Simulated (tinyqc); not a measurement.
Long-channel MOSFET, surface-potential model: one step of the calculation.

n-channel transistor on a uniformly doped p-type body, gradual-channel approximation, constant mobility, Boltzmann statistics, full ionisation. Potentials are counted from the neutral body; V is the electron quasi-Fermi potential, Vsb at the source and Vsb + Vds at the drain. Charges are magnitudes per area.

Question. Surface potential at the source by Newton steps. With V = Vsb: G = psi - Vt + Vt e, e = exp((psi - 2 phiF - Vsb)/Vt); f = Vgs + Vsb - Vfb - psi - gamma sqrt(G); f' = -1 - gamma (1 + e)/(2 sqrt(G)); psi(new) = psi - f/f'.

Inputs (values chosen for the exercise); material values close to those of silicon: temperature T = 300 K; flat-band voltage Vfb = -0.56 V; source-body reverse bias Vsb = 0 V; gate-source voltage Vgs = 0.39 V.

Constants: q = 1.602176634e-19 C, kB = 1.380649e-23 J/K, Vt = kB T/q. Results are converted to the units shown.

psi after iteration 1 = 0.82200334 V
phiF = 0.34751003 V
gamma = 0.066619351 V^0.5

Wanted: G; f; f'; psi after iteration 2.

Answer.

G = 4.3095 V
f = -0.010300 V
f' = -3.1967
psi after iteration 2 = 0.81878 V

Program tinyqc, `OMP_NUM_THREADS=1 python tinyqc.py 2360082 2360083 out.jsonl`; Intel Xeon 2.30GHz, shared host, one thread, about 0.03 s.
